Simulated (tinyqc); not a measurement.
Choosing the metal: Schottky barrier with interface states (Cowley-Sze model), image lowering and contact resistance. Computed by tinyqc, a small Python program. Command: `OMP_NUM_THREADS=1 python tinyqc.py 3022984 3022985 out.jsonl pinning walk`. One thread of a shared host (Intel(R) Xeon(R) Processor @ 2.30GHz), about 0.01 s of CPU time with the checks.

An n-type semiconductor under a metal. The barrier lies between the Schottky-Mott limit phi_M - chi and the Bardeen limit E_g - E_n, E_n being the neutrality level of the interface states; the space-charge term of the full Cowley-Sze expression is left out.

Inputs (values chosen for the exercise, for a model semiconductor):

| quantity | value | unit |
|---|---|---|
| gap E_g | 2.69 | eV |
| electron affinity chi | 4.28 | eV |
| metal work function phi_M | 5.56 | eV |
| neutrality level E_n above the valence band | 1.72 | eV |
| optical dielectric constant eps_opt | 5.44 | - |
| dielectric constant eps_s | 9.6 | - |
| electron mass m_e | 0.204 | m_0 |
| valleys M_c | 1 | - |
| donor density N | 4.2e+16 | cm^-3 |
| temperature T | 200 | K |

Pinning factor from: Moench relation.

Constants: k_B = 8.617333262e-05 eV/K; hbar = 1.054571817e-34 J s; m_0 = 9.1093837015e-31 kg; eps_0 = 8.8541878128e-12 F/m; e = 1.602176634e-19 C; k_B = 1.380649e-23 J/K; h = 6.62607015e-34 J s.

Method:
- S = 1/(1 + 0.1 (eps_opt - 1)^2), an empirical relation for metal-induced gap states.
- phi_B = S (phi_M - chi) + (1 - S)(E_g - E_n); the hole barrier is E_g - phi_B.
- A* = 4 pi e m_e M_c k_B^2/h^3 (a simple valley count); J_s = A* T^2 exp(-phi/k_B T).
- E_00 = (e hbar/2) sqrt(N/(m_e eps_s eps_0)), E_0 = E_00 coth(E_00/k_B T); scaling form of the contact resistivity rho_c = (k_B/(e A* T)) exp(phi_B/E_0), which is the thermionic result when E_00 << k_B T and keeps only the leading exponential of tunnelling when E_00 >> k_B T; image lowering is left out of it.

pinning factor S = 0.336546

Bardeen barrier = 0.97 eV

E_0 = 0.0173774 eV

Against work function:

| phi_M (eV) | Schottky-Mott (eV) | phi_B (eV) | J_0 (A/cm^2) | rho_c (ohm cm^2) |
|---|---|---|---|---|
| 4.28 | 0.00 | 0.6436 | 5.9532e-11 | 2.1303e+08 |
| 4.51 | 0.23 | 0.7210 | 6.6713e-13 | 1.8321e+10 |
| 4.74 | 0.46 | 0.7984 | 7.4761e-15 | 1.5757e+12 |
| 4.97 | 0.69 | 0.8758 | 8.3780e-17 | 1.3551e+14 |
| 5.19 | 0.91 | 0.9498 | 1.1413e-18 | 9.6026e+15 |
| 5.42 | 1.14 | 1.0272 | 1.2790e-20 | 8.2586e+17 |
| 5.65 | 1.37 | 1.1046 | 1.4333e-22 | 7.1026e+19 |
| 5.88 | 1.60 | 1.1820 | 1.6062e-24 | 6.1085e+21 |

What does the comparison show, and why?

A span of 1.60 eV in work function moves the barrier by 0.538 eV (slope S = 0.337) and rho_c by 13.5 decades. The barrier equals its Schottky-Mott value only at phi_M = chi + E_g - E_n = 5.25 eV, where the interface states are neutral.
